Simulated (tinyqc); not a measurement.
Inside a calculation. Model: off-state leakage of single and stacked transistors.

Computed by the program tinyqc: `OMP_NUM_THREADS=1 python tinyqc.py 2242153 2242154 out.jsonl`, one thread of a shared Intel Xeon 2.30GHz, about 0.03 s for the whole run. Printed values are rounded.

n-channel devices of unit width. Subthreshold current I(Vg, Vs, Vd) = I0 (T/300 K)^0.5 exp[(Vg - Vs - VT(T) - gb (Vs - Vb) + dd (Vd - Vs))/(nf Vt)] (1 - exp(-(Vd - Vs)/Vt)), VT(T) = VT - cT (T - 300 K). Gate-edge tunnelling Ig (Vd/1 V) exp(ag (Vd - 1 V)), for a gate at 0 V, and band-to-band leakage Ab u exp(-Bb/u), u = Vd - Vb + 1 V, flow at a drain held at V; both are taken as independent of T. In a stack of off transistors (all gates at 0 V) the same subthreshold current passes through each.

Values chosen for this exercise; values of the order met in bulk silicon logic transistors:
- T = 330 K (temperature)
- V = 1.1 V (supply voltage)
- VT = 0.34 V (threshold at 300 K, zero drain and body bias)
- cT = 0.6 mV/K (fall of the threshold with temperature)
- I0 = 0.57 uA/um (current at threshold at 300 K)
- nf = 1.22 (slope factor)
- dd = 0.09 (drain-induced lowering per volt)
- gb = 0.19 (rise of the threshold per volt of source-body bias)
- Ig = 0.0002 uA/um (gate-edge tunnelling current at 1 V)
- ag = 3.2 1/V (exponential slope of the gate current)
- Ab = 1 uA/(um V) (prefactor of band-to-band leakage at the drain)
- Bb = 27 V (its exponential voltage)
- Vb = -0.3 V (body voltage)

Constants: q = 1.602176634e-19 C, kB = 1.380649e-23 J/K, Vt = kB T/q. Results are converted to the units shown.

## Leakage of one transistor

Vg = Vs = 0, Vd = V; effective threshold VT(T) - gb Vb - dd V.

effective threshold = 0.28 V
parts (nA/um): subthreshold 0.186857, gate edge 0.302968, band-to-band 0.0312175
total = 0.521043 nA/um
shares (%): subthreshold 35.8621, gate edge 58.1465, band-to-band 5.99136

The gate edge part is the largest.

## Starting value

Vx = dd V/(1 + gb + 2 dd), the solution for Vx well above Vt, rounded to three decimals.

Vx at the start = 0.072 V

## Iteration 1: new Vx

Stack of two, Vx the node between them: I_low = I(0, 0, Vx), I_up = I(0, Vx, V), f = ln(I_up/I_low), f' = -(1 + gb + 2 dd)/(nf Vt) - 1/(Vt (exp(Vx/Vt) - 1)) - 1/(Vt (exp((V - Vx)/Vt) - 1)), Vx(new) = Vx - f/f'.

I_low = 0.0119497 nA/um
I_up = 0.0131173 nA/um
f = 0.0932238
f' = -42.5262 1/V
Vx after iteration 1 = 0.0741921 V

## Iteration 2: new Vx

As before.

I_low = 0.0120949 nA/um
I_up = 0.0120981 nA/um
f = 2.70619e-4
f' = -42.2830 1/V
Vx after iteration 2 = 0.0741985 V

## Course of the iteration

Stop when the step is below 1e-11 V, or after 40 iterations.

Course of the iteration:
```
iteration  Vx before the step (V)  step (V)
1                           0.072   2.19e-3
2                       0.0741921   6.40e-6
3                       0.0741985  5.14e-11
4                       0.0741985   < 1e-15
```

Converged in 4 iterations. The subthreshold current of the stack is 0.01210 nA/um, 15.4 times less than that of one transistor (the drain leakage is unchanged); the estimate exp[dd V (1 + gb + dd)/((1 + gb + 2 dd) nf Vt)] gives 14.4.
